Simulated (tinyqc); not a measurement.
Self-consistent Fermi level with native defects, at growth and after a quench: one step, computed by the program tinyqc.

Energies are counted from the top of the valence band (VBM); when the gap shrinks with temperature the conduction band moves and the levels stay. The added dopant is taken as fully ionised. D and A draw on one reservoir with opposite signs, as the two vacancies of a compound do.

Problem. Formation energies at E_F = 0. E_f(D, 0) = input + s and E_f(A, 0) = input - s; E_f(q, E_F = 0) follows from the levels, eps(q/q-1) = E_f(q - 1) - E_f(q) at E_F = 0.

Inputs (values chosen for the exercise, for a model semiconductor): E_f of the neutral native donor D = 0.937 eV; E_f of the neutral native acceptor A = 2.884 eV; shift s of the chemical potential = -0.083 eV.

Added shallow dopant: donor.

levels of D above the VBM, most positive state first (eV): 1.09  1.11

levels of A above the VBM, (0/-1) first (eV): 0.224  0.409  1.67

Give: E_f(q, E_F = 0).

Solution.

E_f(q, E_F = 0) (eV): D(+2) -1.346, D(+1) -0.256, D(0) 0.854, A(0) 2.967, A(-1) 3.191, A(-2) 3.600, A(-3) 5.270
